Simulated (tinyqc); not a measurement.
Comparisons within one model: Franz-Keldysh effect at a direct gap. A value that a table varies takes the place of the one given here.

Parabolic bands, vertical transitions, no excitons. For each hole band j: mr = me mj/(me + mj); joint density of states J_j(E) = (mr/c)^(3/2) sqrt(E - Eg)/(2 pi^2), both spins, c = hbar^2/2m0; averaged matrix element |e.p|^2 = m0 Ep/6; alpha_j(E) = 4 pi^2 alpha_f c Ep J_j/(3 nr E) in 1/angstrom (alpha_f the fine-structure constant, listed as alpha among the constants), times 1e8 for 1/cm.

In a field Fd (1 kV/cm = 1e-5 V/angstrom) the electro-optic energy of band j is th = (c (e Fd)^2/mr)^(1/3), and sqrt(E - Eg) in J_j is replaced by pi sqrt(th) [Ai'(b)^2 - b Ai(b)^2] with b = (Eg - E)/th; Ai is the Airy function.

Constants: hbar^2/2m0 = 3.80998211 eV angstrom^2; fine-structure constant alpha = 0.007297352564.

Parameters, chosen for this exercise (near those of InP; the results hold for these values, not for the real material):
- Eg = 1.336 eV (direct gap)
- me = 0.0812 m0 (electron mass)
- mhh = 0.595 m0 (heavy-hole mass)
- mlh = 0.0917 m0 (light-hole mass)
- Ep = 20.5 eV (Kane energy)
- nr = 3.4 (refractive index)
- Fd = 120 kV/cm (uniform field)
- det = 40 meV (detuning below the gap)

## Spectrum around the gap

Absorption (1/cm):

| E - Eg (eV) | alpha(0) | alpha(F) | change |
|---|---|---|---|
| -0.1063 | 0 | 3.092 | 3 |
| -0.0850 | 0 | 13.22 | 13 |
| -0.0638 | 0 | 51.05 | 51 |
| -0.0425 | 0 | 177.4 | 177 |
| -0.0213 | 0 | 537.7 | 538 |
| 0.0000 | 0 | 1407 | 1407 |
| 0.0213 | 4530 | 3086 | -1444 |
| 0.0425 | 6301 | 5536 | -765 |
| 0.0638 | 7602 | 8015 | 413 |
| 0.0850 | 8644 | 9378 | 734 |
| 0.1063 | 9524 | 9561 | 37 |
| 0.1275 | 10279 | 9912 | -367 |
| 0.1700 | 11534 | 1.168e+04 | 150 |
| 0.2125 | 12542 | 1.261e+04 | 73 |

At the gap alpha(F) = 1407 1/cm; 85.0 meV below it 13.2 1/cm remain, the tail falling as exp(-(4/3) b^(3/2)). Among the energies listed the largest rise is 1407 1/cm at E - Eg = 0.0 meV and the largest fall -1444 1/cm at 21.3 meV. It changes sign between 0.0 and 21.3 meV, between 42.5 and 63.8 meV, between 106.3 and 127.5 meV and between 127.5 and 170.0 meV; th is 42.5 meV for heavy holes and 50.3 meV for light holes.

## Tail absorption against field

At E = Eg - det; the field takes the values listed. The last column is the length for 10 dB of loss.

Results:

| Fd (kV/cm) | th heavy (meV) | b heavy | alpha (1/cm) | length (micrometre) |
|---|---|---|---|---|
| 10 | 8.11 | 4.933 | 0.000358 | 6.44e+07 |
| 20 | 12.87 | 3.107 | 0.244 | 9.42e+04 |
| 40 | 20.43 | 1.958 | 9.97 | 2.31e+03 |
| 60 | 26.78 | 1.494 | 40.5 | 568 |
| 100 | 37.64 | 1.063 | 143 | 161 |
| 150 | 49.32 | 0.811 | 297 | 77.5 |
| 250 | 69.33 | 0.577 | 593 | 38.9 |
| 400 | 94.85 | 0.422 | 962 | 23.9 |

alpha grows by 5.1 decades from 10 to 60 kV/cm and by a factor 1.62 over the last step, where the field grows by 1.6: the exponent (4/3) b^(3/2) goes as 1/Fd, so the gain is steep only while b > 1 (deep in the tail the light-hole pair, with its smaller b, carries most of it), that is up to 100 kV/cm of those listed. Values below about 10 1/cm lie under the Urbach and exciton tails of a real crystal, left out here.

## What moves the tail

At E = Eg - det. Each row changes one parameter from the base and keeps the others.

Results:

| case | th heavy (meV) | alpha (1/cm) |
|---|---|---|
| base | 42.504 | 203.6 |
| Fd = 156 kV/cm | 50.628 | 315.6 |
| det = 50 meV | 42.504 | 116.0 |
| me = 0.0934 m0 | 40.809 | 215.4 |
| mlh = 0.1192 m0 | 42.504 | 210.5 |
| Ep = 22.6 eV | 42.504 | 224.5 |
| nr = 3.57 | 42.504 | 193.9 |

The largest shifts from the base row, up to three for each result and ties (the steps differ in size, so this ranks the rows, not the parameters). th heavy (meV): Fd +8.124, me -1.695; unchanged at the printed digits by det, mlh, Ep and nr. alpha (1/cm): Fd +112, det -87.6, Ep +20.9.

Computed by tinyqc, a small Python program: `OMP_NUM_THREADS=1 python tinyqc.py 1680362 1680363 out.jsonl` (the numbers bound the seed that draws the inputs); one thread of a shared host (Intel(R) Xeon(R) Processor @ 2.30GHz), about 0.01 s for the whole set of steps.
